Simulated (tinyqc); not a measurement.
Schottky barriers and band offsets from neutrality levels: one step. The density of gap states that S implies. Two cases, with inputs chosen for the exercise.

Problem. S and PhiN are those of material 1, from the metal contact. In the picture of a dipole layer, S = 1/(1 + 4 pi (e^2/4 pi eps0) D dl/ei) with D states per area and energy. The charge in the gap states is D (WM - PhiN) S electrons missing per area, and the dipole step is (1 - S)(WM - PhiN). 1 angstrom^-2 = 1e16 cm^-2.

Constants: e^2/(4 pi eps0) = 14.39964547 eV angstrom.

Give: D; electrons missing from the gap states (negative: in excess); dipole step.

Case 1.

Values chosen: WM = 4.61 eV (work function of a metal); dl = 2.8 angstrom (width of the interface dipole layer); ei = 1 (its dielectric constant).

S = 0.077241
PhiN = 4.86000 eV

Solution.

D = 2.358e+14 1/(cm^2 eV)
electrons missing from the gap states (negative: in excess) = -4.55e+12 cm^-2
dipole step = -0.231 eV

A surface holds about 1e15 atoms per cm^2, so 0.5 % of an electron per atom makes this step.

Case 2.

Values chosen: WM = 5.19 eV (work function of a metal); dl = 2.7 angstrom (width of the interface dipole layer); ei = 1 (its dielectric constant).

S = 0.133685
PhiN = 5.34000 eV

Solution.

D = 1.326e+14 1/(cm^2 eV)
electrons missing from the gap states (negative: in excess) = -2.66e+12 cm^-2
dipole step = -0.130 eV

A surface holds about 1e15 atoms per cm^2, so 0.3 % of an electron per atom makes this step.

Computed by tinyqc, one run a case: `OMP_NUM_THREADS=1 python tinyqc.py N N+1 out.jsonl` with N = 1850730, 1850794; one thread of a shared Intel(R) Xeon(R) Processor @ 2.30GHz, about 0.01 s a run at most.
